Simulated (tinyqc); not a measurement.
# Deep trap from a strong local potential in a two-band host (Koster-Slater model with semi-elliptic bands), step by step

A worked calculation. Computed by tinyqc, a small Python program that keeps every step. Command: `OMP_NUM_THREADS=1 python tinyqc.py 3005598 3005599 out.jsonl deeptrap walk`. One thread of a shared host (Intel(R) Xeon(R) Processor @ 2.30GHz), about 0.02 s of CPU time with the checks. Intermediate numbers are printed to about 6 digits and carried at full precision; extremes and crossings named in words are read from the listed rows.

The valence band spans -2 W_v to 0 and the conduction band E_g to E_g + 2 W_c. The orbital at the impurity site has weight f_v in the valence band and 1 - f_v in the conduction band, each spread as a semi-ellipse (2/(pi W^2)) sqrt(W^2 - x^2) about the band centre. The impurity adds U to this orbital. Spin is left out.

Inputs (values chosen for the exercise, with a gap close to that of CdS):
```
quantity                                value  unit
gap E_g                                  2.49    eV
half-width of the valence band W_v          2    eV
half-width of the conduction band W_c     2.9    eV
valence weight f_v of the site orbital   0.46     -
impurity potential U                    -19.7    eV
levels per band n                           3     -
trial energy E                           1.41    eV
```

Impurity: attractive, donor-like.

## Green function at the trial energy

In the gap G(E) = f_v (2/W_v^2)[x - sqrt(x^2 - W_v^2)] - (1 - f_v)(2/W_c^2)[y - sqrt(y^2 - W_c^2)], x = E + W_v, y = E_g + W_c - E. The potential that would put a level at E is U = 1/G(E).

valence part = 0.149063 1/eV

conduction part = -0.161053 1/eV

G(E) = -0.0119901 1/eV

potential needed = -83.4019 eV

## Thresholds and the vacancy level

G falls across the gap from G(0) to G(E_g). A repulsive U binds if U > 1/G(0), an attractive one if U < 1/G(E_g); the vacancy level (U infinite) solves G(E) = 0 (bisection).

G(0) = 0.351275 1/eV

G(E_g) = -0.264305 1/eV

repulsive threshold = 2.84677 eV

attractive threshold = -3.78350 eV

vacancy level = 1.30371 eV

## The trap level

The trap level solves G(E) = 1/U (bisection). With D = -dG/dE = D_v + D_c, D_v = f_v (2/W_v^2)[x/sqrt(x^2 - W_v^2) - 1] and D_c = (1 - f_v)(2/W_c^2)[y/sqrt(y^2 - W_c^2) - 1], the weight on the impurity orbital is 1/(U^2 D) and the conduction-band character is D_c/D.

trap level E_t = 1.73992 eV

weight on the impurity orbital = 0.0205737

conduction-band character = 0.663135

depth below the conduction band = 0.750081 eV

The level comes down from the conduction band and has covered 63 % of the way to the vacancy level, which it can never pass; 98 % of the state lies on host orbitals.

## The same problem as a small matrix

Each band is replaced by n levels e_k = centre + W cos(k pi/(n + 1)) with weights w_k = f (2/(n + 1)) sin^2(k pi/(n + 1)), k = 1..n (valence first); H_kl = e_k delta_kl + U sqrt(w_k w_l).

host levels e_k (eV): -0.58579  -2.00000  -3.41421  7.44061  5.39000  3.33939

weights w_k: 0.115  0.230  0.115  0.135  0.270  0.135

H (eV), lower triangle (symmetric):
```
          1         2         3         4         5        6
1  -2.85129
2  -3.20390  -6.53100
3  -2.26550  -3.20390  -5.67971
4  -2.45461  -3.47134  -2.45461   4.78111
5  -3.47134  -4.90921  -3.47134  -3.76110   0.07100
6  -2.45461  -3.47134  -2.45461  -2.65950  -3.76110  0.67989
```

## Levels of the small matrix

Diagonalise H (2n rows). The trap level, between the highest valence and the lowest conduction e_k, is number n + 1 from below for an attractive impurity and number n for a repulsive one.

levels (eV): -18.4656  -3.0164  -1.0437  1.7563  4.2385  7.0009

trap level of the matrix = 1.75634 eV

It misses the Green-function level by +0.0164 eV. The lone level at -18.47 eV is the hyperdeep partner, which holds a large part of the impurity orbital.

## Chemical trend: level against potential

U is 1.05, 1.2, 1.5, 2, 3, 5, 10 and 30 times the threshold, rounded to three digits; the largest values are formal and only show the vacancy limit.

Trend:
```
U (eV)   E_t (eV)  weight on the impurity  conduction character  E_t - vacancy level (eV)
-3.97     2.48834               0.0171431              0.992727                   1.18463
-4.54     2.46767               0.0516361              0.971038                   1.16396
-5.68     2.39077               0.0768448              0.929693                   1.08706
-7.57     2.24354               0.0747787              0.868104                   0.93983
-11.40    2.00698               0.0492014              0.773471                   0.70327
-18.90    1.75699               0.0221343              0.670316                   0.45328
-37.80    1.53681               0.0060604              0.576828                   0.23310
-114.00   1.38150               0.0006819              0.510448                   0.07779
```

dE_t/dU equals the weight on the impurity, which peaks at 0.077 (U = -5.68 eV) and falls to 6.8e-4 in the last row, so beyond the peak each further eV of potential moves the level less. The level nears the vacancy level, 1.304 eV, as 1/U: it is 0.233 eV away at 10 times the threshold and 0.078 eV at 30 times, and the state is then host-like.

## Opening the gap, as alloying or pressure does

The conduction band is shifted rigidly; widths, weights and U stay.

Against the gap:
```
E_g (eV)  E_t (eV)  depth below E_c (eV)  conduction character
1.25       0.92355               0.32645              0.658525
1.62       1.16665               0.45335              0.656411
1.99       1.40974               0.58026              0.657998
2.24       1.57451               0.66549              0.660256
2.49       1.73992               0.75008              0.663135
2.86       1.98619               0.87381              0.668168
3.24       2.24118               0.99882              0.673970
3.98       2.74441               1.23559              0.686278
```

As the conduction band moves up by 2.730 eV the level follows by 1.821 eV, a mean slope of 0.67; the local slope is the conduction character. A shallow donor would follow with slope 1 and a shallow acceptor with slope 0.

Checks made by the program: closed form against a 4000-point quadrature of the densities of states (relative difference below 1e-10); 200 levels per band against the Green function (relative difference below 1e-10).
